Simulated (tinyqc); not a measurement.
Band folding and unfolding in a supercell of a chain: one step. Levels and unfolding weights.

A chain with hopping -t and n = 8 sites a supercell. H(K) has v_j on the diagonal, -t between neighbours and -t exp(2 pi i K) on the bond that closes the cell (from the last site to the first of the next cell). The point K holds the n wave vectors k_m = (K + m)/n of the primitive zone, in 2 pi/a, m = 0 to n - 1, with E0 = -2t cos(2 pi k_m). The unfolding weight of a state c on k_m is |sum_j c_j exp(-2 pi i k_m j)|^2/n, j = 0 to n - 1.

Values chosen for the exercise: Kq = 0.19 2 pi/(n a) (wave vector in the small zone).

H (eV):
```
,1,2,3,4,5,6,7,8
1,-0.640000,-1.340000,0,0,0,0,0,-0.493287+1.245900i
2,-1.340000,-0.640000,-1.340000,0,0,0,0,0
3,0,-1.340000,0.640000,-1.340000,0,0,0,0
4,0,0,-1.340000,-0.640000,-1.340000,0,0,0
5,0,0,0,-1.340000,-0.640000,-1.340000,0,0
6,0,0,0,0,-1.340000,0.640000,-1.340000,0
7,0,0,0,0,0,-1.340000,0.640000,-1.340000
8,-0.493287-1.245900i,0,0,0,0,0,-1.340000,0.640000
```

Question. Diagonalise and project each state on the k_m.

Give: levels; weights.

Answer.

levels (eV): -2.8448  -2.3775  -1.4366  -0.4000  0.3260  1.6131  2.2264  2.8934

weights:
```
,level 1,level 2,level 3,level 4,level 5,level 6,level 7,level 8
m=0,0.876,0.037,0.052,0.018,0.012,0.002,0.003,0.000
m=1,0.012,0.225,0.732,0.006,0.011,0.002,0.011,0.000
m=2,0.011,0.006,0.011,0.001,0.878,0.078,0.000,0.016
m=3,0.002,0.001,0.003,0.018,0.019,0.096,0.712,0.148
m=4,0.000,0.001,0.007,0.009,0.019,0.005,0.185,0.774
m=5,0.004,0.002,0.001,0.016,0.056,0.789,0.075,0.055
m=6,0.011,0.031,0.000,0.917,0.004,0.018,0.013,0.005
m=7,0.083,0.697,0.192,0.014,0.000,0.010,0.002,0.001
```

The purest state keeps 91.7 % on one k and the most mixed (level 2) 69.7 %; rows and columns each add to one.

Run: tinyqc, `OMP_NUM_THREADS=1 python tinyqc.py 1452305 1452306 out.jsonl`; Intel(R) Xeon(R) Processor @ 2.30GHz, one thread, shared host; about 0.01 s of CPU time with all checks.
